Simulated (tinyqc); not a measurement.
Thermodynamics of metal silicides: hull, first phase, silicon consumed, nucleation and stability against SiO2. Changing the silicon available t_Si. Computed by tinyqc, a small Python program. Command: `OMP_NUM_THREADS=1 python tinyqc.py 3010981 3010982 out.jsonl silphase sweep`. One thread of a shared host (Intel(R) Xeon(R) Processor @ 2.30GHz), about 0.01 s of CPU time with the checks.

Entropies of formation of the solids are neglected, so heats stand for free energies. Si fractions: M5Si3 0.3750, MSi 0.5000, MSi2 0.6667.

Inputs (values chosen for the exercise, of the order of those of tungsten silicides for heats and volumes only):
```
quantity                    value          unit
heat of formation of M5Si3  -17.3  kJ/mol atoms
heat of formation of MSi    -14.6  kJ/mol atoms
heat of formation of MSi2   -26.8  kJ/mol atoms
molar volume of M            9.55      cm^3/mol
molar volume of Si          12.06      cm^3/mol
metal thickness t              33            nm
```

Phases: M5Si3, MSi, MSi2.

Method. A phase is stable if it lies below every straight line between a phase on its left and one on its right (M and Si at zero). Distance = its heat less the lowest such line, negative for a stable phase. Overall Si fraction x0 = (t_Si/V_Si)/(t_Si/V_Si + t/V_M). In equilibrium the two stable phases that bracket x0 share the atoms by the lever rule.

One run for each value:
```
silicon available t_Si (nm)  overall Si fraction x0  share of atoms in the Si-richer phase
9.9                                         0.19196                                0.51189
27.2                                        0.39493                                0.06832
44.5                                        0.51640                                0.48480
61.9                                        0.59764                                0.76335
79.2                                        0.65523                                0.96079
96.5                                        0.69840                                0.09519
114.0                                       0.73230                                0.19691
131.0                                       0.75866                                0.27597
148.0                                       0.78029                                0.34087
```

Describe and explain the trends.

Over the rows, overall Si fraction x0 rises from 0.192 to 0.780 (exponent d ln y / d ln x 0.71 between the first rows and 0.23 between the last); share of atoms in the Si-richer phase lies between 0.0683 and 0.961 without a single trend. The share restarts from zero each time x0 passes the composition of a stable phase.

Extremes, crossings and ranges named in words are read from the listed rows.
